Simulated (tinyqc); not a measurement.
Mobility of a non-polar semiconductor in the relaxation-time approximation: one step, computed by the program tinyqc.

Each valley is treated as a sphere of mass m_d for states and rates, with one isotropic relaxation time; the conductivity mass m_c sets the current.

Problem. Fermi level and screening. Kane band: hbar^2 k^2/(2 m) = E (1 + alpha E), speed v = hbar k/(m (1 + 2 alpha E)), states per spin, volume and energy g(E) = m k (1 + 2 alpha E)/(2 pi^2 hbar^2); overlap factors are set to 1. Here m = m_d. Masses are multiplied by m_0 and all formulas are in SI units. The reduced Fermi level eta = E_F/(k_B T) solves n = 2 Z int g f dE with f = 1/(1 + exp(x - eta)) (Z = 1 unless valleys are given); screening length L_s = sqrt(eps_s eps_0 k_B T/(e^2 dn/deta)), dn/deta = 2 Z int g f (1 - f) dE. Integrals over x = E/(k_B T) use 160 Gauss-Legendre points in u = sqrt(x) from 0 to sqrt(max(eta, 0) + 32).

Inputs (values chosen for the exercise, modelled on electrons in germanium):
```
quantity                     value    unit
equivalent valleys Z             4       -
non-parabolicity alpha        0.59    1/eV
static permittivity eps_s       16       -
carrier density n          1.2e+15  1/cm^3
temperature T                  500       K
```

Band: Kane. Impurity formula: Brooks-Herring. Further scattering: none.

density-of-states mass m_d = 0.2185464 m_0

Constants: k_B = 8.617333262e-05 eV/K; m_0 = 9.1093837015e-31 kg; e = 1.602176634e-19 C; hbar = 1.054571817e-34 J s; eps_0 = 8.8541878128e-12 F/m; k_B = 1.380649e-23 J/K.

Give: reduced Fermi level eta; screening length L_s.

Solution.

reduced Fermi level eta = -9.9124

screening length L_s = 178.18 nm

The gas is non-degenerate (eta < -2), and L_s is close to the Debye length.
